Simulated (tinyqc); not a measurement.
What moves the results: nanosheet or nanowire with hard walls, valleys of the Si type. A value that a table varies takes the place of the one given here.

Six ellipsoidal valleys along the cube axes: inverse mass tensor w = 1/mt + (1/ml - 1/mt) a a^T with a the unit axis. Device axes: x along the channel, z = [001], y = z x x.

Hard walls around a W x H rectangle. The block w_c of w in (y, z) confines; the transport mass follows from 1/m_x = w_xx - w_xc w_c^-1 w_cx. The cross-section problem c (w_yy ky^2 + 2 w_yz ky kz + w_zz kz^2), c = hbar^2/2m0, is solved in products sin(n pi y/W) sin(l pi z/H), n, l = 1 to 12; if w_yz = 0 the levels are c pi^2 (w_yy n^2/W^2 + w_zz l^2/H^2). The w_yz term couples (n, l) to (n', l') by -2 c w_yz D_nn'(W) D_ll'(H) with D_nm(L) = 4 n m/(L (n^2 - m^2)) for n + m odd and 0 otherwise.

Without degeneracy the line density is N1 exp((EF - Ec)/kB T) with N1 = sum 2 g sqrt(m_x kB T/(4 pi c)) exp(-E/kB T), here over n, l up to 80 where w_yz = 0 and over all levels of a 12 x 12 sine basis otherwise; the classical value is W H Nc with Nc = 2 g_all (m_dos kB T/(4 pi c))^(3/2), m_dos = (ml mt^2)^(1/3); dVt = kB T ln(W H Nc/N1).

Constants: hbar^2/2m0 = 3.80998211 eV angstrom^2; kB = 8.617333262e-05 eV/K.

Values chosen for the exercise (near those of Si; shifted at random, so the results belong to these values and not to a real crystal):
```
symbol   value                            unit      meaning
ml       0.906                            m0        longitudinal mass
mt       0.186                            m0        transverse mass
T        350                              K         temperature
g_all    6                                          number of valleys
channel  110                                        transport direction x on a (001) wafer
H        72                               angstrom  height, along z = [001]
Ws       (30, 40, 60, 90, 140, 220, 350)  angstrom  widths
W        250                              angstrom  width, along y
```

## From wire to sheet

Valleys:
```
group  valleys g     w_yy     w_zz   |w_yz|  m_x (m0)
A              2  5.37634  1.10375  0.00000   0.18600
B              4  3.24005  5.37634  0.00000   0.54600
```

Lowest level of each group (groups ordered by w_zz, then w_yy) and dVt against the width.

Results:
```
W (angstrom)  A1 (eV)  B1 (eV)  dVt (mV)
30             0.2326   0.1744     150.3
40             0.1344   0.1151      95.1
60             0.0642   0.0728      56.6
90             0.0330   0.0540      40.7
140            0.0183   0.0452      32.8
220            0.0122   0.0415      28.6
350            0.0097   0.0400      26.1
```

dVt falls from 150 to 26 mV. The lowest group changes from B to A between W = 40 and 60 angstrom (H = 72). At the widest W the lowest level is 0.0097 eV; the film limit c pi^2 w_zz/H^2 of that group is 0.0080 eV.

## Channel direction

The same rectangle along [100] and [110]; groups ordered by w_zz, then w_yy.

Lowest level of each group:
```
channel, group  valleys g   w_yy   w_zz  |w_yz|  m_x (m0)  E (eV)
[100] A                 2  5.376  1.104   0.000     0.186  0.0112
[100] B                 2  1.104  5.376   0.000     0.186  0.0397
[100] C                 2  5.376  5.376   0.000     0.906  0.0422
[110] A                 2  5.376  1.104   0.000     0.186  0.0112
[110] B                 4  3.240  5.376   0.000     0.546  0.0409
```

The lowest subband has m_x = 0.186 m0 and 2 valleys along [100], and 0.186 m0 and 2 valleys along [110]; its edge lies at 0.0112 and 0.0112 eV. These valleys have their axis along z, so turning the channel in the wafer plane leaves them alone; only the higher groups change.

## What each parameter does

E1 and E2 are the two lowest subband edges over all groups. Each row changes one parameter from the base and keeps the others.

Results:
```
case              E1 (eV)  E2 - E1 (meV)  m_x of lowest (m0)  dVt (mV)
base               0.0112            9.7               0.186      27.8
W = 240 angstrom   0.0115           10.5               0.186      28.0
H = 66 angstrom    0.0128            9.7               0.186      30.9
T = 320 K          0.0112            9.7               0.186      27.1
ml = 0.997 m0      0.0105            9.7               0.186      27.5
mt = 0.167 m0      0.0116           10.8               0.167      29.6
```

The largest shifts from the base row, up to three for each result and ties (the steps differ in size, so this ranks the rows, not the parameters). E1 (eV): H +0.0015, ml -0.0007, mt +0.0004; unchanged at the printed digits by T. E2 - E1 (meV): mt +1.1, W +0.8; unchanged at the printed digits by H, T and ml. m_x of lowest (m0): mt -0.019; unchanged at the printed digits by W, H, T and ml. dVt (mV): H +3.1, mt +1.8, T -0.7.

tinyqc: `OMP_NUM_THREADS=1 python tinyqc.py 1250369 1250370 out.jsonl`; about 0.03 s, one thread, shared Intel(R) Xeon(R) Processor @ 2.30GHz.
